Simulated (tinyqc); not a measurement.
Worked calculation: LCCD on RHF in the sto-3g basis, for BeH2, spin multiplicity 1. One step of it, computed by the program tinyqc.

Task: LCCD: starting amplitudes. t_ij^ab = <ij||ab> / (e_i + e_j - e_a - e_b), whose energy is MP2.

orbital energies (hartree): MO1 -4.538355, MO2 -0.405426, MO3 -0.360695, MO4 0.211311, MO5 0.213308, MO6 0.328032, MO7 0.641209

Two-electron integrals over orbitals (pq|rs), unique and non-zero (hartree):
```
(11|11) 2.272124    (21|11) -0.185164   (21|21) 0.023335    (22|11) 0.450526
(22|21) -0.005585   (22|22) 0.367071    (31|31) 0.004856    (32|31) 0.010255
(32|32) 0.156353    (33|11) 0.408325    (33|21) -0.002261   (33|22) 0.377891
(33|33) 0.401290    (41|11) 0.030914    (41|21) -0.003721   (41|22) 0.001797
(41|33) 0.000969    (41|41) 0.016030    (42|11) -0.018217   (42|21) 0.001049
(42|22) 0.004720    (42|33) 0.007140    (42|41) 0.014421    (42|42) 0.047517
(43|31) -0.000124   (43|32) 0.011549    (43|43) 0.013134    (44|11) 0.566951
(44|21) -0.007164   (44|22) 0.348537    (44|33) 0.328230    (44|41) -0.003899
(44|42) -0.022397   (44|44) 0.450639    (51|51) 0.015737    (52|51) 0.014880
(52|52) 0.047051    (53|53) 0.011823    (54|51) -0.002521   (54|52) -0.006892
(54|54) 0.024944    (55|11) 0.569187    (55|21) -0.007093   (55|22) 0.349166
(55|33) 0.328005    (55|41) 0.001018    (55|42) -0.009146   (55|44) 0.400401
(55|55) 0.449859    (61|11) -0.190584   (61|21) 0.024492    (61|22) -0.005604
(61|33) -0.002629   (61|41) -0.001708   (61|42) 0.003021    (61|44) -0.006558
(61|55) -0.005769   (61|61) 0.026083    (62|11) 0.141251    (62|21) -0.005783
(62|22) -0.011407   (62|33) -0.039488   (62|41) 0.003003    (62|42) -0.004416
(62|44) 0.067649    (62|55) 0.071157    (62|61) -0.004891   (62|62) 0.084613
(63|31) -0.000053   (63|32) -0.091251   (63|43) -0.009998   (63|63) 0.087988
(64|11) 0.016309    (64|21) 0.000164    (64|22) 0.000661    (64|33) -0.004513
(64|41) 0.015057    (64|42) 0.041972    (64|44) -0.000426   (64|55) 0.007271
(64|61) 0.002448    (64|62) 0.018475    (64|64) 0.046180    (65|51) 0.015850
(65|52) 0.045763    (65|54) -0.004072   (65|65) 0.047849    (66|11) 0.455228
(66|21) -0.006495   (66|22) 0.370258    (66|33) 0.380572    (66|41) 0.006059
(66|42) 0.018007    (66|44) 0.344815    (66|55) 0.348143    (66|61) -0.005605
(66|62) -0.022551   (66|64) 0.010596    (66|66) 0.390779    (71|31) 0.009131
(71|32) 0.016710    (71|43) -0.000363   (71|63) 0.000623    (71|71) 0.017273
(72|31) 0.004717    (72|32) -0.037816   (72|43) -0.008959   (72|63) 0.062801
(72|71) 0.008557    (72|72) 0.057590    (73|11) 0.152148    (73|21) -0.003809
(73|22) 0.002201    (73|33) -0.018221   (73|41) 0.000178    (73|42) -0.012243
(73|44) 0.072041    (73|55) 0.073064    (73|61) -0.003546   (73|62) 0.079838
(73|64) 0.010149    (73|66) -0.018959   (73|73) 0.088803    (74|31) -0.001610
(74|32) -0.019763   (74|43) 0.011484    (74|63) 0.013050    (74|71) -0.002789
(74|72) 0.004174    (74|74) 0.019561    (75|53) 0.013071    (75|75) 0.017019
(76|31) 0.009278    (76|32) 0.136952    (76|43) 0.012626    (76|63) -0.089225
(76|71) 0.015576    (76|72) -0.044768   (76|74) -0.016885   (76|76) 0.132594
(77|11) 0.536146    (77|21) -0.007120   (77|22) 0.391987    (77|33) 0.406901
(77|41) 0.000992    (77|42) 0.001293    (77|44) 0.373738    (77|55) 0.373233
(77|61) -0.007084   (77|62) -0.014341   (77|64) -0.003496   (77|66) 0.401519
(77|73) 0.006815    (77|77) 0.443651
```

Give: Starting amplitudes; correlation energy.

Result:

Starting amplitudes (spin orbitals 1a, 1b, ...; amplitudes related by a flip of all spins are not repeated; the 24 largest):
```
from      to        t
3a 3b  6a 6b  -0.0639
2a 2b  6a 6b  -0.0577
2a 3b  6a 7b  -0.0460
3a 3b  7a 7b  -0.0443
2a 2b  4a 4b  -0.0385
2a 2b  5a 5b  -0.0380
2a 3b  6b 7a   0.0362
2a 2b  7a 7b  -0.0275
3a 3b  4a 4b  -0.0115
3a 3b  5a 5b  -0.0103
2a 3a  6a 7a  -0.0098
3a 3b  4a 6b   0.0079
2a 3b  4a 7b   0.0076
2a 3b  4b 7a  -0.0055
2a 2b  4a 6b   0.0033
1a 2b  5a 5b  -0.0028
1a 2b  4a 4b  -0.0027
1a 1b  6a 6b  -0.0027
2a 3a  4a 7a   0.0020
1a 1b  4a 4b  -0.0017
1a 1b  7a 7b  -0.0017
1a 1b  5a 5b  -0.0017
1a 2b  7a 7b  -0.0014
1a 2b  6a 6b   0.0009
```

correlation energy = -0.032986 hartree
